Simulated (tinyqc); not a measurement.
# From time to m_z = 0 back to drive I/I_c0

Model: single-domain magnet: Stoner-Wohlfarth switching, Neel-Arrhenius retention, LLG dynamics and spin torque. Computed by tinyqc, a small Python program. Command: `OMP_NUM_THREADS=1 python tinyqc.py 3011284 3011285 out.jsonl macro inv`. One thread of a shared host (Intel(R) Xeon(R) Processor @ 2.30GHz), about 0.02 s of CPU time with the checks.

The moment is uniform, with unit vector m; z is the easy axis. mu_0 = 1.25663706212e-6 T m/A, gamma = 1.76085963023e11 rad/(s T).

Inputs (values chosen for the exercise, for a model magnet):
```
quantity                      value    unit
saturation magnetisation M_s    767    kA/m
diameter d                       33      nm
thickness t                     1.7      nm
interface anisotropy K_i        0.8  mJ/m^2
bulk anisotropy K_u              12  kJ/m^3
exchange stiffness A             29    pJ/m
temperature T                   358       K
attempt frequency f0             10     GHz
waiting time t_w                100       s
damping alpha                 0.069       -
spin-torque efficiency eta     0.65       -
```

Shape: thin disc, easy axis normal to it.

Constants: k_B = 1.380649e-23 J/K; e = 1.602176634e-19 C; hbar = 1.054571817e-34 J s.

Method:
- The disc is treated as an oblate spheroid with p = t/d: N_z = [1 - p arccos(p)/sqrt(1 - p^2)]/(1 - p^2); V = pi d^2 t/4; K_eff = K_u + K_i/t + K_shape, K_shape = -(mu_0 M_s^2/4)(3 N_z - 1); mu_0 H_K = 2 K_eff/M_s.
- Delta = K_eff V/(k_B T); tau = exp(Delta)/f0; probability of a flip within t_w: P = 1 - exp(-t_w/tau). Wall width parameter sqrt(A/K_eff); a two-domain state costs 4 sqrt(A K_eff) times the cross-section that the wall cuts (d t).
- For axial symmetry and a polariser along z: I_c0 = (4 e alpha/(hbar eta)) K_eff V; relaxation time tau_D = (1 + alpha^2)/(alpha gamma mu_0 H_K); thermal start angle theta_0 = 1/sqrt(2 Delta); switching time about tau_D ln(pi/(2 theta_0))/(I/I_c0 - 1); precession frequency gamma mu_0 H_K/(2 pi (1 + alpha^2)).
- The polar equation dm_z/dt = -(1 - m_z^2)(i - m_z)/tau_D, i = I/I_c0, integrates to t = tau_D [F(cos theta_0) - F(0)], F(z) = -ln(1 - z)/(2 (i - 1)) + ln(1 + z)/(2 (i + 1)) + ln(i - z)/(i^2 - 1), theta_0 = 1/sqrt(2 Delta).

Problem. A run gave the result below. Find the drive I/I_c0, known to lie between 3.1 and 6.1.

time to m_z = 0 = 0.1409412 ns

Solution.

Each step takes the trial c = (a f_b - b f_a)/(f_b - f_a), f being the result less the target and a, b, c the logarithms of the listed values; c replaces end b, the old b replaces a if the sign of f changed, and otherwise f_a is halved.

Scan of the range:
```
drive I/I_c0  time to m_z = 0 (ns)
3.10                      0.261636
3.47                      0.225155
3.88                      0.195079
4.35                      0.169212
4.87                      0.147587
5.45                      0.129190
6.10                      0.113365
```

False position (Illinois rule, in the logarithm of the input) inside the bracket:
```
step    end a    end b    trial  time to m_z = 0 (ns)
1     4.87000  5.45000  5.07204              0.140610
2     4.87000  5.07204  5.05340              0.141226
3     5.07204  5.05340  5.06201              0.140941
4     5.05340  5.06201  5.06200              0.140941
5     5.05340  5.06200  5.06200              0.140941
6     5.06200  5.06200  5.06200              0.140941
```

time to m_z = 0 falls at every point of a 13-point scan of the range (every second point is shown), so one value fits; it is bracketed by 4.87 and 5.45. Answer: drive I/I_c0 = 5.062.

Caution: a flat cylinder has a smaller N_z than the spheroid of the same t/d, so K_eff of a real disc is larger.
